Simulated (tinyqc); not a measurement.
A ladder of methods, and size consistency: correlation methods against full CI in the sto-3g basis, for H2, spin multiplicity 1. Computed by the program tinyqc with PySCF. 

Geometry (angstrom):
```
atom,x,y,z
H,0.0000,0.0000,0.0000
H,0.0000,0.0000,0.6520
```

RHF energy of one = -1.113300 hartree

All electrons correlated; +Q is the Davidson correction (1 - c0^2) E_corr. The last columns treat two copies 100 angstrom apart as one system. FCI is the lowest singlet.

Correlation energies (hartree):
```
method,E_corr of one,share of FCI (%),E_corr of two at 100 angstrom,two minus twice one (mhartree)
MP2,-0.011218,66.0605,-0.022437,0.0000
CISD,-0.016982,100.0000,-0.033658,0.3062
CISD+Q,-0.017138,100.9180,-0.034259,0.0165
CCSD,-0.016982,100.0000,-0.033964,0.0000
CCSD(T),-0.016982,100.0000,-0.033964,0.0000
FCI,-0.016982,100.0000,-,-
```

MP2 recovers 66 %, CISD 100.0 % and CCSD 100.0 % of the FCI value (c0^2 = 0.991 in CISD). MP2 and coupled cluster are size consistent, so their last column vanishes; CISD loses 0.31 mhartree, since a double excitation on each copy is a quadruple of the pair, and the Davidson correction leaves +0.02. With two electrons, or one virtual orbital, CISD and CCSD are exact for one copy, so +Q overshoots there.
